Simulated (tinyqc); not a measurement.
Heat flow across a film from the phonon Boltzmann equation in the relaxation-time approximation: one step, computed by the program tinyqc.

Two black walls, hot at x = 0 and cold at x = L, emit phonons isotropically. For one free path Lambda, with tau = x/Lambda, tau_L = L/Lambda and phi = (T - T_cold)/Delta T, energy balance gives phi(tau) = (1/2) [E2(tau) + int_0^tau_L phi(s) E1(|tau - s|) ds]; E_n are the exponential integrals. The flux over the ballistic flux C v Delta T/4 is psi = 1 - 2 int_0^tau_L phi(s) E2(s) ds, and kappa_eff/kappa = (3/4) tau_L psi. kappa = C v Lambda/3 is an input, so at fixed kappa a longer free path means a smaller C v.

Problem. The small linear system for Lambda_1. Cut the film into n equal cells with constant phi, collocated at the centres c_i: the kernel integrates to A_ij = |E2(|c_i - e_j|) - E2(|c_i - e_(j+1)|)|/2 for cell edges e_j, and A_ii = 1 - E2(half a cell); solve (1 - A) phi = E2(c)/2; psi = 1 - 2 sum_j phi_j [E3(e_j) - E3(e_(j+1))].

Inputs (values chosen for the exercise, modelled on silicon carbide): film thickness L = 450 nm; free path Lambda_1 = 110 nm; cells n in the small system = 4.

Give: optical thickness tau_L; 1 - A; right-hand side E2(c)/2; flux weights E3(e_j) - E3(e_(j+1)).

Solution.

optical thickness tau_L = 4.091

1 - A:
```
,1,2,3,4
1,0.3204,-0.1253,-0.0257,-0.0066
2,-0.1253,0.3204,-0.1253,-0.0257
3,-0.0257,-0.1253,0.3204,-0.1253
4,-0.0066,-0.0257,-0.1253,0.3204
```

right-hand side E2(c)/2: [0.1602, 0.03489, 0.009217, 0.002637]

flux weights E3(e_j) - E3(e_(j+1)): [0.3936, 0.07790, 0.02024, 0.005749]
